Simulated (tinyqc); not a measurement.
Permeation of metal atoms or ions through a thin barrier or dielectric: time lag, field-aided drift and lifetime: one step, computed by the program tinyqc.

The film 0 < x < d is empty at first; C = C0 at x = 0 and C = 0 at x = d. dC/dt = D d2C/dx2 - v dC/dx with drift v = D z e V/(k_B T d) (uniform field, no space charge).

Question. Steady flux and time lag. Steady flux J = (D C0/d) P/(1 - exp(-P)); time lag in units of d^2/D: s_L = [P (1 + exp(-P))/(1 - exp(-P)) - 2]/P^2 (P = 0: J = D C0/d, s_L = 1/6).

Inputs (values chosen for the exercise, for a model case: singly charged ions through a dielectric): thickness d = 25 nm; concentration at the source side C0 = 7e+14 1/cm^3; test temperature T = 200 C.

Peclet number P = 1.201778

diffusivity D = 4.096345e-15 cm^2/s

time scale d^2/D = 1525.750 s

Give: flux relative to D C0/d; steady flux J; time lag s_L; time lag.

Answer.

flux relative to D C0/d = 1.718

steady flux J = 1.971e+06 1/(cm^2 s)

time lag s_L = 0.1628

time lag = 248.4 s

Drift and diffusion both act.
